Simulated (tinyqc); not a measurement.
# Quantum point contact as a saddle point: conductance steps

Potential V0 - m wx^2 x^2/2 + m wy^2 y^2/2; energies are counted from V0. Mode n = 0, 1, ... transmits T_n(E) = 1/(1 + exp(-2 pi (E - E_n)/wx)), E_n = wy (n + 1/2); each mode carries 2 q^2/h.

g(T) = int g(E) (-df/dE) dE = int g(mu + x kB T) dx/(4 cosh^2(x/2)), g(E) the zero-temperature value at E, g = G/(2 q^2/h).

Parameters, values chosen for the exercise:
- T = 1 K (temperature)
- wy = 5.6 meV (transverse quantum hbar wy)
- wx = 2 meV (curvature of the barrier hbar wx)

Constants: q = 1.602176634e-19 C, kB = 1.380649e-23 J/K, Vt = kB T/q. Results are converted to the units shown.

Conductance steps:

| mu (meV) | g at T = 0 | g(T) | dg/dmu (1/meV) |
|---|---|---|---|
| 0 | 1.512e-4 | 1.711e-4 | 5.375e-4 |
| 1 | 0.003488 | 0.003940 | 0.01231 |
| 2 | 0.07493 | 0.08208 | 0.2319 |
| 3 | 0.6521 | 0.6448 | 0.6842 |
| 4 | 0.9775 | 0.9748 | 0.07666 |
| 5 | 0.9990 | 0.9989 | 0.003613 |
| 6 | 1.000 | 1.001 | 0.002039 |
| 7 | 1.012 | 1.014 | 0.04217 |
| 8 | 1.222 | 1.232 | 0.5372 |
| 9 | 1.868 | 1.858 | 0.3703 |
| 10 | 1.993 | 1.993 | 0.02288 |
| 11 | 2.000 | 2.000 | 0.001294 |
| 12 | 2.002 | 2.002 | 0.006645 |
| 13 | 2.041 | 2.046 | 0.1361 |
| 14 | 2.500 | 2.500 | 0.7443 |

g rises from 1.71e-4 to 2.50. The slope is smallest, 0.00129 per meV, at mu = 11 meV (g = 2.00) and largest, 0.744, at 14 meV among the rows after the first. A riser is wx/(2 pi) = 0.318 meV wide by tunnelling and kB T = 0.0862 meV by heat, against the spacing wy = 5.6 meV.

Computed by the program tinyqc: `OMP_NUM_THREADS=1 python tinyqc.py 2740101 2740102 out.jsonl`, one thread of a shared Intel Xeon 2.30GHz, about 0.04 s for the whole run.
